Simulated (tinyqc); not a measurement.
Surface photovoltage measurement of the minority-carrier diffusion length in a wafer: one step, computed by the program tinyqc. Command: `OMP_NUM_THREADS=1 python tinyqc.py 3130422 3130423 out.jsonl spv walk`. One thread of a shared host (Intel(R) Xeon(R) Processor @ 2.30GHz), about 0.01 s of CPU time with the checks.

Low injection, steady light, a depletion layer much thinner than 1/alpha and L. The excess density dn is taken at the front edge of the neutral region; light that reaches the back is lost.

Question. One wavelength. alpha = (84.732/lambda - 76.417)^2 per cm with lambda in micrometre (an empirical fit for silicon between 0.7 and 1.05 micrometre). Thick wafer: dn = Phi L/((S_f + D/L)(L + 1/alpha)). Finite wafer, with s = S_b L/D, w = W/L, a = alpha L: dn = [Phi a/(a^2 - 1)] [a - B - exp(-alpha W)(a - s)/(cosh w + s sinh w)]/(S_f + B D/L), B = (sinh w + s cosh w)/(cosh w + s sinh w). Photovoltage V = (k_B T/e) ln(1 + dn/n_0). Lifetime = L^2/D.

Inputs (values chosen for the exercise, modelled on p-type silicon at room temperature):

| quantity | value | unit |
|---|---|---|
| diffusion length L | 110 | micrometre |
| wafer thickness W | 525 | micrometre |
| diffusivity D | 25.2 | cm^2/s |
| front recombination velocity S_f | 6100 | cm/s |
| back recombination velocity S_b | 210 | cm/s |
| photon flux entering | 8.1e+12 | 1/(cm^2 s) |
| minority density at the surface barrier scale n_0 | 1.5e+09 | 1/cm^3 |
| temperature T | 298 | K |
| wavelength | 910 | nm |

Constants: k_B = 8.617333262e-05 eV/K.

Give: alpha; penetration depth 1/alpha; dn, thick wafer; B; dn, finite wafer; photovoltage V; lifetime.

Answer.

alpha = 278.7 1/cm

penetration depth 1/alpha = 35.88 micrometre

dn, thick wafer = 7.279e+08 1/cm^3

B = 0.9999

dn, finite wafer = 7.280e+08 1/cm^3

photovoltage V = 10.16 mV

lifetime = 4.802 microsecond

Caution: dn is not small against n_0, so V is not linear in the flux; the constant-flux reading then needs dn, not V.
